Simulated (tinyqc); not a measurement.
Two-dimensional electron gas with Rashba and Dresselhaus coupling: sweeps and comparisons. A value that a table varies takes the place of the one given here.

H = c k^2/m + al (ky sx - kx sy) + b1 (kx sx - ky sy) + gam kx ky (kx sy - ky sx), s the Pauli matrices, x = [100], c = hbar^2/2m0, b1 = gam (pi/L)^2 (hard walls). H = c k^2/m + B.s, so E = c k^2/m -/+ |B| and the lower state has its spin along -B.

Constants: hbar^2/2m0 = 3.80998211 eV angstrom^2.

Inputs chosen for the exercise (of the size met in GaAs; not measured data):

| symbol | value | unit | meaning |
|---|---|---|---|
| m | 0.072 | m0 | mass |
| al | 0.021 | eV angstrom | Rashba constant |
| gam | 12.2 | eV angstrom^3 | bulk Dresselhaus constant |
| L | 194 | angstrom | width of the (001) well |
| n | 8.3 | 1e11/cm^2 | sheet density (one subband filled) |

## Splitting and spin direction around the circle

At |k| = k0 = sqrt(2 pi n), 1e11/cm^2 = 1e-5/angstrom^2.

Around the circle:

| phi (deg) | Bx (meV) | By (meV) | splitting (meV) | lower spin (deg) |
|---|---|---|---|---|
| 0.0 | 0.0731 | -0.4796 | 0.9702 | 98.7 |
| 22.5 | 0.2314 | -0.4236 | 0.9653 | 118.6 |
| 45.0 | 0.3394 | -0.3394 | 0.9600 | 135.0 |
| 67.5 | 0.4236 | -0.2314 | 0.9653 | 151.4 |
| 90.0 | 0.4796 | -0.0731 | 0.9702 | 171.3 |
| 112.5 | 0.4626 | 0.1357 | 0.9641 | -163.7 |
| 135.0 | 0.3388 | 0.3388 | 0.9583 | -135.0 |
| 157.5 | 0.1357 | 0.4626 | 0.9641 | -106.3 |

The splitting runs from 0.9583 meV at 135 to 0.9702 meV at 0 degrees. Along [110] it is 2 k |al + b1 - 2 b3| and along [-110] 2 k |al - b1 + 2 b3|, b3 = gam k^2/4. From 0 to 90 degrees the spin turns with k (+73 degrees), the sense of the Rashba term.

## Tuning the Rashba term through the balance point

al = f (b1 - b3) at k0 = sqrt(2 pi n), b3 = gam k0^2/4. Helix wavelength along [110]: 2 pi c/(m |al + b1 - b3|). Dyakonov-Perel rates are proportional to the mean squares of the first harmonics: for spin along z, al^2 + (b1 - b3)^2; for the most protected in-plane spin, (al - (b1 - b3))^2/2 (third harmonic left out); both are given over (b1 - b3)^2.

Against f:

| f | al (meV angstrom) | wavelength (micron) | rate, z | rate, in plane |
|---|---|---|---|---|
| 0.00 | 0.000 | 20.668 | 1.000 | 0.5000 |
| 0.25 | 0.402 | 16.534 | 1.062 | 0.2812 |
| 0.50 | 0.804 | 13.778 | 1.250 | 0.1250 |
| 0.75 | 1.207 | 11.810 | 1.562 | 0.0312 |
| 0.90 | 1.448 | 10.878 | 1.810 | 0.0050 |
| 1.00 | 1.609 | 10.334 | 2.000 | 0.0000 |
| 1.25 | 2.011 | 9.186 | 2.562 | 0.0312 |
| 2.00 | 3.217 | 6.889 | 5.000 | 0.5000 |

At f = 1, al = 1.61 meV angstrom, the first harmonic points along one axis for all k and the listed in-plane rate vanishes; the helix would have wavelength 10.33 micron. But the third harmonic, left out of the table, has b3/(b1 - b3) = 0.99; its mean square, 0.49 in these units against 0.50 for the in-plane rate at f = 0, limits the protection to about the ratio of the two. The uniform z spin still relaxes there, twice as fast as at f = 0.

## What each parameter does

Splittings 2|B| at k0 = sqrt(2 pi n) along [100], [110] and [-110], and E0 = c k0^2/m; 1e11/cm^2 = 1e-5/angstrom^2. Each row changes one parameter from the base and keeps the others.

Results:

| case | [100] (meV) | [110] (meV) | [-110] (meV) | E0 (meV) |
|---|---|---|---|---|
| base | 0.9702 | 0.9600 | 0.9583 | 27.60 |
| m = 0.0792 m0 | 0.9702 | 0.9600 | 0.9583 | 25.09 |
| al = 0.0252 eV angstrom | 1.1602 | 1.1518 | 1.1501 | 27.60 |
| gam = 14.64 eV angstrom^3 | 0.9750 | 0.9601 | 0.9581 | 27.60 |
| L = 214 angstrom | 0.9666 | 0.9339 | 0.9843 | 27.60 |
| n = 12.45 1e11/cm^2 | 1.1882 | 1.0867 | 1.2627 | 41.39 |

The largest shifts from the base row, up to three for each result and ties (the steps differ in size, so this ranks the rows, not the parameters). [100] (meV): n +0.2180, al +0.1900, gam +0.0048; unchanged at the printed digits by m. [110] (meV): al +0.1918, n +0.1268, L -0.0260; unchanged at the printed digits by m. [-110] (meV): n +0.3043, al +0.1918, L +0.0260; unchanged at the printed digits by m. E0 (meV): n +13.80, m -2.51; unchanged at the printed digits by al, gam and L.

Computed by tinyqc, a small Python program: `OMP_NUM_THREADS=1 python tinyqc.py 1451752 1451753 out.jsonl` (the numbers bound the seed that draws the inputs); one thread of a shared host (Intel(R) Xeon(R) Processor @ 2.30GHz), about 0.01 s for the whole set of steps.
